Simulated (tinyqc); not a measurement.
What each parameter does: interface roughness in a thin film (subband fluctuation and scattering).

Square well of width t, barriers V0, c = hbar^2/2m0: E1 solves k t + 2 atan[(k/mz)/(kappa/mb)] = pi, k = sqrt(mz E/c), kappa = sqrt(mb (V0 - E)/c). One interface is rough, so the subband edge fluctuates by G dt with G = |dE1/dt| (central difference of 0.01 angstrom; 2 E1/t for hard walls).

Gaussian roughness spectrum S(q) = pi D^2 Lc^2 exp(-q^2 Lc^2/4). Degenerate gas, taken to fill one subband (the second starts to fill once c kF^2/md exceeds E2 - E1, which is not tested here): kF = sqrt(2 pi Ns/gv), q = 2 kF sin(theta/2), 1/tau = (md/(2 pi c hbar)) G^2 times the integral from 0 to pi of S(q)(1 - cos theta)/eps(q)^2 dtheta, eps(q) = 1 + qs/q with screening (qs = gv md q0/(c eps), q0 = e^2/(4 pi eps0), form factors left out, which overstates the screening; other scattering is left out too, so these values lie far above measured mobilities in all but the thinnest films) or 1 without; mobility = tau c2/md with c2 = e/m0 = 1.75882e15 cm^2/(V s^2); 1e12/cm^2 = 1e-4/angstrom^2.

Constants: hbar^2/2m0 = 3.80998211 eV angstrom^2; hbar = 6.58211957e-16 eV s; e^2/(4 pi eps0) = 14.39964547 eV angstrom.

Values chosen for the exercise (near those of a thin GaN channel; the results hold for these values, not for the real material):

| symbol | value | unit | meaning |
|---|---|---|---|
| t | 42 | angstrom | film thickness |
| mz | 0.205 | m0 | confinement mass |
| V0 | 1.91 | eV | barrier |
| mb | 0.32 | m0 | barrier mass |
| md | 0.199 | m0 | mass in the plane |
| gv | 1 |  | valleys |
| D | 2.4 | angstrom | rms height of the roughness |
| Lc | 24 | angstrom | correlation length |
| Ns | 0.94 | x 1e12/cm^2 | sheet density |
| eps | 9.7 |  | mean dielectric constant at the channel |

G, G D, and the screened mobility. Each row changes one parameter from the base and keeps the others.

Results:

| case | G (meV/angstrom) | G D (meV) | mobility (cm^2/(V s)) |
|---|---|---|---|
| base | 2.973 | 7.13 | 2.633e+04 |
| t = 48 angstrom | 2.113 | 5.07 | 5.212e+04 |
| D = 3.12 angstrom | 2.973 | 9.28 | 1.558e+04 |
| Lc = 32 angstrom | 2.973 | 7.13 | 1.827e+04 |
| Ns = 1.5 x 1e12/cm^2 | 2.973 | 7.13 | 2.314e+04 |
| mz = 0.236 m0 | 2.744 | 6.58 | 3.091e+04 |
| md = 0.229 m0 | 2.973 | 7.13 | 2.394e+04 |
| V0 = 1.34 eV | 2.718 | 6.52 | 3.149e+04 |
| eps = 11.6 | 2.973 | 7.13 | 2.105e+04 |

The largest shifts from the base row, up to three for each result and ties (the steps differ in size, so this ranks the rows, not the parameters). G (meV/angstrom): t -0.860, V0 -0.255, mz -0.229; unchanged at the printed digits by D, Lc, Ns, md and eps. G D (meV): D +2.14, t -2.06, V0 -0.61; unchanged at the printed digits by Lc, Ns, md and eps. mobility (cm^2/(V s)): t +2.58e+04, D -1.08e+04, Lc -8.06e+03. In the base case G D is 0.63 times EF - E1 = 11.3 meV.

Computed by tinyqc, a small Python program: `OMP_NUM_THREADS=1 python tinyqc.py 1251913 1251914 out.jsonl` (the numbers bound the seed that draws the inputs); one thread of a shared host (Intel(R) Xeon(R) Processor @ 2.30GHz), about 0.01 s for the whole set of steps.
